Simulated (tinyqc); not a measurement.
## On-chip interconnect, size-dependent resistivity and RC delay: two metals against line width

A rectangular line between two neighbours and two ground planes. Surface and grain-boundary scattering are added to the bulk resistivity as corrections; capacitances are parallel-plate values without fringing; inductance is ignored.

Metal width x = wd - 2 tl, height y = AR wd - tl; grain boundaries (Mayadas-Shatzkes): al = (lam/(gr x)) Rg/(1 - Rg), g = 1/[1 - 3 al/2 + 3 al^2 - 3 al^3 ln(1 + 1/al)] - 1; surfaces (Fuchs-Sondheimer, thick limit): s = (3/8) lam (1 - ps)(1/x + 1/y); rho = rho0 (1 + g + s); r = rho/(x y). The second metal has rho2, lam2 and tl2 in place of rho0, lam and tl; ps, Rg, gr and AR are shared.

Values chosen for this exercise; metal values close to those of cobalt:
- rho0 = 6.35 uohm cm (bulk resistivity)
- lam = 11.9 nm (bulk mean free path)
- ps = 0 (specular share of surface scattering)
- Rg = 0.21 (reflection coefficient of grain boundaries)
- gr = 1.5 (grain size over the metal width)
- AR = 1.6 (aspect ratio, height over width)
- tl = 0.7 nm (liner on both walls and the bottom, not conducting)
- sp = 11 nm (space to the neighbouring lines)
- hd = 15 nm (dielectric height to the planes above and below)
- ek = 2.5 (relative permittivity of the dielectric)
- Mf = 2 (Miller factor of the neighbours)
- rho2 = 7.97 uohm cm (bulk resistivity of the second metal (close to ruthenium))
- lam2 = 6.79 nm (mean free path of the second metal)
- tl2 = 0.1 nm (liner of the second metal)

Constants: eps0 = 8.8541878128e-12 F/m. Results are converted to the units shown.

Two metals against line width:
```
wd (nm),"rho, first (uohm cm)","rho, second (uohm cm)","r, first (ohm/um)","r, second (ohm/um)",ratio second/first
5,23.29,17.62,8864,4646,0.5241
6.5,18.53,15.35,3745,2365,0.6316
8,15.86,13.94,1986,1408,0.7087
10,13.72,12.74,1043,817.4,0.7839
13,11.86,11.63,508.8,438.9,0.8626
17,10.48,10.76,253.5,236.4,0.9327
22,9.494,10.13,133.6,132.3,0.9907
30,8.626,9.550,63.77,66.91,1.049
45,7.850,9.023,25.25,28.01,1.109
70,7.307,8.647,9.570,11.07,1.157
120,6.905,8.365,3.044,3.638,1.195
```

The resistivity of the first metal falls from 23.3 to 6.91 uohm cm and that of the second goes from 17.6 to 8.36 uohm cm as the line widens. The products rho0 lam, which set the size effect, are 75.6 and 54.1 uohm cm nm. The two resistances cross at wd = 23.0 nm: below it the second metal gives the lower line resistance. For widths well under the mean free path the thick-limit surface term is only a guide.

Range of the model: The metal width is under the mean free path, where the thick-limit surface term and the simple sum of corrections lose accuracy.

Numbers from tinyqc (`OMP_NUM_THREADS=1 python tinyqc.py 2100026 2100027 out.jsonl`; about 0.01 s on one thread of a shared Intel Xeon 2.30GHz).
